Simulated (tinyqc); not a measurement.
# Inputs raised by 2 %, one at a time

Model: correction of a charged-defect supercell by a model charge and potential alignment (plane-averaged potentials). Computed by tinyqc, a small Python program. Command: `OMP_NUM_THREADS=1 python tinyqc.py 3113081 3113082 out.jsonl align sens`. One thread of a shared host (Intel(R) Xeon(R) Processor @ 2.30GHz), about 0.02 s of CPU time with the checks.

The "true" defect charge is (1 - x) q in a Gaussian of width sigma plus x q in one of width sigma_t, so the exact answer is known; the correction sees only a single model Gaussian of width sigma_m. A Gaussian of width s has the transform rho(G) = exp(-G^2 s^2/2), normalised to 1. A uniform background cancels q, so G = 0 is left out. Potentials are those felt by a unit positive charge. E_0 is the formation energy of the isolated defect, E_cell its value in the supercell, E_lat = E_iso - E_per of the model charge, C the true less the model potential far from the defect; the exact correction is E_0 - E_cell, and the error of a scheme is E_cell plus its correction less E_0.

Inputs (values chosen for the exercise, with screening close to that of Al2O3): defect charge q = 3 e; dielectric constant eps = 8.65; edge of the cubic cell L = 12.5 angstrom; width sigma of the true defect charge = 0.99 angstrom; width sigma_m of the model charge = 0.73 angstrom; share x of the charge in a wide tail = 0.3; width sigma_t of the tail = 1.9 angstrom; formation energy of the isolated defect E_0 = 2.56 eV.

Constants: e^2/(4 pi eps_0) = 14.39964548 eV angstrom.

Method:
- Periodic energy E_per = (2 pi q^2/(eps L^3)) (e^2/(4 pi eps_0)) sum_(G != 0) rho(G)^2/G^2, G = (2 pi/L)(n1, n2, n3), |n_i| <= 16. Isolated energy: two Gaussians of charges q_a, q_b and widths a, b interact by q_a q_b (e^2/(4 pi eps_0 eps)) sqrt(2/pi)/sqrt(a^2 + b^2), and the self-energy is half the sum over pairs.
- Supercell value E_cell = E_0 + E_per - E_iso for the true charge.
- E_lat = E_iso - E_per for the model charge; point-charge value alpha q^2 e^2/(4 pi eps_0 eps 2 L) with alpha = 2.837297.
- Plane-averaged potential at distance z from the defect: V(z) = (4 pi q/(eps L^3)) (e^2/(4 pi eps_0 e)) sum_(m != 0) rho(G_m) cos(G_m z)/G_m^2, G_m = 2 pi m/L, |m| <= 40.
- C = difference at z = L/2; E_corr = E_cell + E_lat - q C. For charges that have died out at L/2, C = (2 pi q/(eps L^3)) (e^2/(4 pi eps_0 e)) (<s^2> - sigma_m^2), <s^2> = (1 - x) sigma^2 + x sigma_t^2.

Runs; columns: (1) input moved; (2) from; (3) to; (4) E_lat (eV); (5) alignment C (V); (6) error without alignment (meV); (7) error with the point-charge term alone (meV):
```
(1)                                                (2)     (3)     (4)       (5)     (6)     (7)
base run                                             -       -  1.6747  0.019800  59.580  85.264
dielectric constant eps                           8.65   8.823  1.6418  0.019411  58.411  83.592
edge of the cubic cell L (angstrom)               12.5   12.75  1.6428  0.018669  56.144  80.347
width sigma of the true defect charge (angstrom)  0.99  1.0098  1.6747  0.020245  60.916  86.600
width sigma_m of the model charge (angstrom)      0.73  0.7446  1.6736  0.019454  58.542  85.264
width sigma_t of the tail (angstrom)               1.9   1.938  1.6747  0.020484  61.688  87.372
share x of the charge in a wide tail               0.3   0.306  1.6747  0.020052  60.340  86.025
```

Exponents ln(y'/y) / ln(x'/x):
```
input                                   E_lat  alignment C  error without alignment  error with the point-charge term alone
dielectric constant eps                -1.000       -1.000                   -1.000                                  -1.000
edge of the cubic cell L               -0.970       -2.968                   -3.000                                  -3.000
width sigma of the true defect charge   0.000        1.123                    1.120                                   0.785
width sigma_m of the model charge      -0.031       -0.890                   -0.887                                   0.000
width sigma_t of the tail               0.000        1.717                    1.756                                   1.233
share x of the charge in a wide tail    0.000        0.639                    0.640                                   0.448
```

Which inputs matter most for each result?

Among the inputs moved here: E_lat answers most in size to dielectric constant eps (exponent -1.000), next to edge of the cubic cell L (-0.970); its exponent is below 0.0005 for width sigma of the true defect charge, width sigma_t of the tail, share x of the charge in a wide tail. Alignment C answers most in size to edge of the cubic cell L (exponent -2.968), next to width sigma_t of the tail (+1.717). Its exponent -2.968 in edge of the cubic cell L: a second moment over the volume. Error without alignment answers most in size to edge of the cubic cell L (exponent -3.000), next to width sigma_t of the tail (+1.756). Error with the point-charge term alone answers most in size to edge of the cubic cell L (exponent -3.000), next to width sigma_t of the tail (+1.233); its exponent is below 0.0005 for width sigma_m of the model charge. Its exponent -3.000 in edge of the cubic cell L: the next term after the point charge.
